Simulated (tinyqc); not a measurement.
Inside a calculation. Method: power iteration on a symmetric matrix. One step of it, computed by the program tinyqc.

Task: Step 1. w = (A - shift) v; v' = w/|w| with its largest component positive (the first on a tie); lambda = v'^T A v'.

A:
$$\begin{pmatrix}
0.809000 & -0.240000 & 0.166000 \\
-0.240000 & 2.223000 & -0.011000 \\
0.166000 & -0.011000 & 3.180000
\end{pmatrix}$$

vector v at the start: [0.577350, 0.577350, 0.577350]

shift = 1.810000

Give: vector after step 1; Rayleigh quotient after step 1.

Result:

vector after step 1: [-0.5740, 0.0865, 0.8143]

Rayleigh quotient after step 1 = 2.2588
